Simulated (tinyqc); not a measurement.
A longer run and its error bar: q-state Potts model on a small periodic square lattice: enumeration, Metropolis, heat-bath and Wolff steps. Computed by tinyqc, a small Python program. Command: `OMP_NUM_THREADS=1 python tinyqc.py 3113291 3113292 out.jsonl potts walk`. One thread of a shared host (Intel(R) Xeon(R) Processor @ 2.30GHz), about 0.04 s of CPU time with the checks.

E = -J x (number of nearest-neighbour bonds with equal states); n x n sites with periodic edges have 2 n^2 bonds. Order parameter m = (q f - 1)/(q - 1), f being the largest share of one state. Sites are numbered row by row from 0. Here q = 3 and n = 3.

Inputs (values chosen for the exercise, for a model of domains or grain orientations): number of states q = 3; edge n = 3; coupling J = 39 meV; temperature T = 399 K; seed = 113510.

Update: Metropolis.

Constants: k_B = 8.617333262e-05 eV/K.

Method:
- K = J/(k_B T); the infinite square lattice orders at K_c = ln(1 + sqrt(q)); Wolff bond probability p = 1 - exp(-K).
- All q^(n^2) states are counted by their number b of equal bonds; weights g(b) exp(K b), K = J/(k_B T). Per site: u = -J <b>/n^2, c/k_B = K^2 (<b^2> - <b>^2)/n^2.
- ln Z = ln sum g(b) exp(K b); entropy per site s/k_B = (ln Z - K <b>)/n^2.
- After 400 updates are discarded, b is recorded for 4000 sweeps of n^2 steps of the update named (random numbers not printed, so these rows are one sample). Records are averaged in blocks; the error is the scatter of block means over sqrt(number of blocks), and the last column its square over that for single records.

start states:
$$\begin{pmatrix}
1 & 0 & 2 \\
1 & 0 & 1 \\
0 & 1 & 2
\end{pmatrix}$$

K = 1.13428

<b> = 16.7269

Blocking:
```
block length  mean b    error  variance ratio
1             16.697  0.03952           1.000
4             16.697  0.06841           2.997
16            16.697  0.10105           6.538
40            16.697  0.10984           7.725
100           16.697  0.13160          11.088
```

What follows from these numbers?

The run gives 16.697 +/- 0.110 (blocks of 40) against the exact 16.727, a difference of 0.3 error bars. Single records understate the error by a factor of about 2.8, because successive records are correlated.

Extremes, crossings and ranges named in words are read from the listed rows.
